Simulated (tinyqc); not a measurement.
Worked calculation: geometry optimisation on the RHF/6-31g surface (energies and gradients from PySCF), for H4, spin multiplicity 1. Computed by tinyqc, a small Python program that keeps every step (integrals from PySCF). Settings: charge = 0, multiplicity = 1, basis = 6-31g, optimiser = bfgs, first Hessian = 0.6, largest step = 0.1, iteration cap = 30. Command: `OMP_NUM_THREADS=1 python tinyqc.py 22158 22159 out.jsonl` (the two numbers bound the seeds that draw the settings). One thread of a shared host (Intel(R) Xeon(R) Processor @ 2.60GHz), about 2 s of CPU time with the checks.

positions at the start (bohr):
```
            x          y          z
1H   0.083148  -0.018897   0.109604
2H   0.090707   0.081258   1.362493
3H  -0.113384   1.782012  -0.073699
4H   0.009449   1.770673   1.390838
```

Stop when the largest gradient component is below 3e-5 hartree/bohr. The inverse Hessian follows the BFGS update with s = step, y = change of gradient.

Course of the optimisation:
```
step  E (hartree)  largest gradient (hartree/bohr)
1     -1.94394738                         2.21e-01
2     -1.98528219                         1.92e-01
3     -2.02126994                         1.68e-01
4     -2.05279122                         1.47e-01
5     -2.08018959                         1.28e-01
6     -2.10401638                         1.12e-01
7     -2.12470008                         9.71e-02
8     -2.14267299                         8.44e-02
9     -2.15826441                         7.33e-02
10    -2.17178864                         6.36e-02
11    -2.18349881                         5.51e-02
12    -2.19362876                         4.77e-02
13    -2.20237524                         4.12e-02
14    -2.20991604                         3.55e-02
15    -2.21640483                         3.05e-02
16    -2.22197857                         2.62e-02
17    -2.22675708                         2.25e-02
18    -2.23084627                         1.92e-02
19    -2.23433907                         1.64e-02
20    -2.23731713                         1.40e-02
21    -2.23985193                         1.19e-02
22    -2.24200592                         1.01e-02
23    -2.24383352                         8.59e-03
24    -2.24538200                         7.29e-03
25    -2.24669230                         6.17e-03
26    -2.24779974                         5.22e-03
27    -2.24873476                         4.41e-03
28    -2.24952345                         3.72e-03
29    -2.25018814                         3.14e-03
30    -2.25074792                         2.65e-03
```

Can the last value be used, and what does the course show?

Not by the stop rule. Not converged within 30 steps: the energy falls at every step, but slowly. Reruns: method bfgs, first Hessian 0.6, largest step 0.3: converged in 20 (E = -2.25364).
